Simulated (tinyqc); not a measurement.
# Hole mobility in a silicon inversion layer, empirical terms and Matthiessen rule: effect of the body doping

Inversion layer of sheet density Ns on a uniformly doped body. The mobility terms are empirical power laws with prefactors chosen for the exercise; adding their inverses (Matthiessen) is itself an approximation.

ni = sqrt(Nc Nv) exp(-Eg/(2 Vt)), Eg in volts; Ndep = sqrt(2 eps0 eps_r Nb (2 Vt ln(Nb/ni) + Vsb)/q); E = q (Ndep + eta Ns)/(eps0 eps_r), in MV/cm. With t = T/(300 K): muC = Ac (Ns/1e12 cm^-2) t/(Nb/1e17 cm^-3 + Nit/1e11 cm^-2), muP = Ap E^(-1/3) t^(-1.75), muS = As E^(-gs); 1/mu is the sum of the inverses.

Values chosen for this exercise; material values close to those of silicon:

| symbol | value | unit | meaning |
|---|---|---|---|
| T | 350 | K | temperature |
| Eg | 1.12 | eV | band gap |
| eps_r | 11.5 |  | relative permittivity of the semiconductor |
| Nc | 3.57e19 | cm^-3 | conduction-band density of states at T |
| Nv | 3.3e19 | cm^-3 | valence-band density of states at T |
| Vsb | 0 | V | reverse body bias |
| eta | 0.3333 |  | weight of the inversion charge in the effective field |
| Ap | 132 | cm^2/(V s) | phonon-limited mobility at 1 MV/cm and 300 K |
| As | 533 | cm^2/(V s) | roughness-limited mobility at 1 MV/cm |
| gs | 1 |  | exponent of the roughness term |
| Ac | 1300 | cm^2/(V s) | Coulomb prefactor |
| Nit | 3.5e10 | cm^-2 | charge at the interface |
| Ns | 1.1e12 | cm^-2 | inversion density |

Constants: q = 1.602176634e-19 C, kB = 1.380649e-23 J/K, Vt = kB T/q, eps0 = 8.8541878128e-14 F/cm where lengths are in cm. Results are converted to the units shown.

Result of one run:
```
E (MV/cm)  muC (cm^2/(V s))  muP (cm^2/(V s))  muS (cm^2/(V s))  mu (cm^2/(V s))
0.2106                 1264             169.4              2531            141.1
```

Which body doping Nb gave this result: 2e16, 9.7e16, 2.1e17 or 5e18 cm^-3?

Nb = 9.7e16 cm^-3.

The whole series:
```
Nb (cm^-3)  E (MV/cm)  muC (cm^2/(V s))  muP (cm^2/(V s))  muS (cm^2/(V s))  mu (cm^2/(V s))
2e16           0.1227              3033             202.9              4345            182.2
4.4e16         0.1574              2112             186.7              3386            163.2
9.7e16         0.2106              1264             169.4              2531            141.1
2.1e17         0.2894             681.0             152.4              1842            116.6
4.7e17         0.4146             330.4             135.2              1286            89.26
1e18           0.5919             161.2             120.0             900.5            63.92
2.3e18         0.8899             71.45             104.8             598.9            39.67
5e18            1.314             33.13             92.01             405.5            22.98
```

As Nb goes from 2e16 to 5e18 cm^-3, E rises from 0.123 to 1.31 MV/cm and mu falls from 182 to 23.0 cm^2/(V s). The smallest term is the phonon one in the first row and the Coulomb one in the last.

Program tinyqc, `OMP_NUM_THREADS=1 python tinyqc.py 2510042 2510043 out.jsonl`; Intel Xeon 2.30GHz, shared host, one thread, about 0.01 s.
